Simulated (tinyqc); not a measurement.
Composition of the layer: band edges of strained Si(1-x)Ge(x) on relaxed Si(1-y)Ge(y).

Values are linear in the Ge fraction but for ED(x) = linear - CD x (1 - x) and a(x) = linear - Ca x (1 - x). Energies are on the common scale of Ev.

Coherent growth on a (110) face: e_par = (a(y) - a(x))/a(x), e_perp = -(C11 + 3 C12 - 2 C44)/(C11 + C12 + 2 C44) e_par; exx = eyy = (e_par + e_perp)/2, ezz = e_par, exy = (e_perp - e_par)/2, eyz = ezx = 0.

A valley with unit axis u lies at Ev + gap + (av + a_valley) tr(e) + Xu (u.e.u - tr(e)/3); the Delta axes are x, y, z and the L axes [111], [1-1-1], [-11-1], [-1-11]. The second-order shift of the Delta valleys under shear is left out; it lowers the pair normal to the sheared plane by tens of meV at a shear of 1 %.

Valence edges: Ev plus the levels of the 6 x 6 matrix of X, Y, Z times spin with -Dso/3 + l exx + m (eyy + ezz) on the diagonal (cyclic), n exy off it, l = av + 2 b, m = av - b, n = sqrt(3) d. Spin-orbit term (Dso/3) L.sigma on X, Y, Z with (L_k)_ij = -i epsilon_kij: <X+|H|Y+> = -i Dso/3, <X+|H|Z-> = Dso/3, <Y+|H|Z-> = -i Dso/3, <Z+|H|X-> = -Dso/3, <Z+|H|Y-> = i Dso/3, <X-|H|Y-> = i Dso/3, and their conjugates; + and - are the spin along z.

Inputs chosen for the exercise (end members near Si and Ge, in this order; shifted at random, so the results belong to these values and not to a real crystal):
```
symbol  value           unit      meaning
a       (5.434, 5.659)  angstrom  lattice constant
Dso     (0.044, 0.286)  eV        spin-orbit splitting
av      (2.45, 1.24)    eV        valence hydrostatic potential
b       (-2.12, -2.56)  eV        tetragonal shear potential
d       (-4.79, -5.31)  eV        trigonal shear potential
C11     (163.5, 129.3)  GPa
C12     (64, 49)        GPa
C44     (79.2, 66.5)    GPa
Ev      (0, 0.71)       eV        top of the unstrained valence band
ED      (1.139, 0.937)  eV        gap to the Delta valleys
EL      (2.039, 0.751)  eV        gap to the L valleys
aD      (1.78, 1.39)    eV        hydrostatic potential of the Delta gap
aL      (-3.15, -2.71)  eV        hydrostatic potential of the L gap
XuD     (9.24, 9.17)    eV        uniaxial potential, Delta
XuL     (16.65, 15.64)  eV        uniaxial potential, L
CD      0.208           eV        bowing of the Delta gap
Ca      0               angstrom  bowing of the lattice constant
face    110                       growth face
y       0.54                      Ge fraction of the relaxed buffer
```

The buffer is kept. dEc = Ec(buffer) - Ec(layer), dEv = Ev(layer) - Ev(buffer); buffer edges Ev(y) and Ev(y) + min(ED, EL). The digit behind Delta or L counts whole valleys.

Results:
```
x     e_par (%)  lowest valleys  gap (eV)  next valleys above (meV)  valence splitting (meV)  dEc (eV)  dEv (eV)
0.00       2.24          Delta4     0.983                       156                      244     0.134    -0.139
0.14       1.65          Delta4     0.979                       114                      175     0.116    -0.117
0.29       1.02          Delta4     0.979                        71                      102     0.084    -0.084
0.43       0.45          Delta4     0.979                        31                       41     0.042    -0.043
0.57      -0.12          Delta2     0.959                         8                       10    -0.004     0.023
0.71      -0.68          Delta2     0.877                        46                       49    -0.032     0.133
0.86      -1.28          Delta2     0.800                        32                       83    -0.076     0.254
1.00      -1.83              L2     0.609                       128                      110    -0.002     0.371
```

The gap is 0.983 eV in the first row and 0.609 eV in the last. The lowest valleys change: Delta4 to Delta2 between x = 0.43 and 0.57, Delta2 to L2 between x = 0.86 and 1.00. Per 0.1 of x the valence offset moves by +51 meV on average; the conduction offset lies between -76 and +134 meV, not monotonically. Electrons and holes sit on opposite sides in every row (type II). Offsets below about 30 meV are within the spread of parameter sets, so those rows do not settle the type. Strains above 2 % can be kept only in layers of a few nanometres.

(tinyqc, `OMP_NUM_THREADS=1 python tinyqc.py 1051474 1051475 out.jsonl`, Intel(R) Xeon(R) Processor @ 2.30GHz, 1 thread, shared host, about 0.02 s.)
